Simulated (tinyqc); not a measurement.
# Worked calculation: thermoelectric coefficients with energy filtering, Landauer integrals

Program tinyqc, `OMP_NUM_THREADS=1 python tinyqc.py 2800029 2800030 out.jsonl`; Intel Xeon 2.30GHz, shared host, one thread, about 0.02 s. Printed values are rounded.

Bulk parabolic band, x = (E - Ec)/kB T, C = hbar^2/(2 m0), kB T in eV. Modes per area gv m kB T x/(4 pi C) times the back-scattering length l0 x^rr give the transport function s0 X(x), s0 = (2 q^2/h) gv m kB T l0/(4 pi C), X = x^(1 + rr), multiplied by tb for x < xb. I_k = int X (x - eta)^k w dx, w = 1/(4 cosh^2((x - eta)/2)).

Parameters, values chosen for the exercise:

| symbol | value | unit | meaning |
|---|---|---|---|
| T | 700 | K | temperature |
| m | 1.1 | m0 | mass of one valley |
| gv | 2 |  | valleys |
| l0 | 1.3 | nm | back-scattering length at x = 1 |
| rr | 0.5 |  | energy exponent of that length |
| kL | 0.53 | W/(m K) | lattice thermal conductivity |
| eta | 2.6 |  | reduced Fermi level (EF - Ec)/kB T |
| xb | 3.7 |  | barrier height over kB T, above Ec |
| tb | 0.05 |  | share of the transport function left below the barrier |
| xa | 0 |  | lower end of the grid |
| xe | 15 |  | upper end of the grid |
| nE | 13 |  | points of the grid |

Constants: q = 1.602176634e-19 C, kB = 1.380649e-23 J/K, hbar = 1.054571817e-34 J s, h = 6.62607015e-34 J s, m0 = 9.1093837015e-31 kg, Vt = kB T/q, hbar^2/(2 m0) = 0.0380998212 eV nm^2. Results are converted to the units shown.

Range of the model: Parabolic bands, elastic scattering and a fixed kL make these model figures, not those of a material.

## The three integrals on a coarse grid

Simpson's rule on nE equally spaced points from xa to xe.

| point | x | X | w | X w |
|---|---|---|---|---|
| 0 | 0.00000 | 0 | 0.06435830 | 0 |
| 1 | 1.25000 | 0.06987712 | 0.1634878 | 0.01142405 |
| 2 | 2.50000 | 0.1976424 | 0.2493760 | 0.04928727 |
| 3 | 3.75000 | 7.261844 | 0.1826541 | 1.326405 |
| 4 | 5.00000 | 11.18034 | 0.07625500 | 0.8525568 |
| 5 | 6.25000 | 15.62500 | 0.02469096 | 0.3857962 |
| 6 | 7.50000 | 20.53960 | 0.007336906 | 0.1506971 |
| 7 | 8.75000 | 25.88285 | 0.002124407 | 0.05498571 |
| 8 | 10.00000 | 31.62278 | 6.105062e-4 | 0.01930590 |
| 9 | 11.25000 | 37.73365 | 1.750655e-4 | 0.006605861 |
| 10 | 12.50000 | 44.19417 | 5.016965e-5 | 0.002217206 |
| 11 | 13.75000 | 50.98636 | 1.437487e-5 | 7.329226e-4 |
| 12 | 15.00000 | 58.09475 | 4.118555e-6 | 2.392664e-4 |

I_0, I_1, I_2 on this grid: [3.871737, 7.990892, 24.15170]

Converged values are 2.8296, 7.1488 and 23.712; the grid is 37 % above the first and 1.9 % above the last.

## Coefficients of the electrons

converged I_0, I_1, I_2: [2.829553, 7.148759, 23.71198]

sigma = s0 I_0, S = -(kB/q) I_1/I_0, Lorenz number L = (kB/q)^2 [I_2/I_0 - (I_1/I_0)^2], kappa_e = L sigma T.

s0 = 279.1894 S/cm
sigma = 789.9812 S/cm
S = -217.7137 uV/K
L = 1.483017 x 1e-8 V^2/K^2
kappa_e = 0.8200889 W/(m K)

L is 39 % below the Sommerfeld value (pi^2/3)(kB/q)^2 = 2.443e-8 V^2/K^2.

## Power factor and figure of merit

Power factor S^2 sigma, ZT = S^2 sigma T/(kappa_e + kL).

power factor = 3.744451 mW/(m K^2)
ZT = 1.941439
electronic share of kappa = 60.74333 %
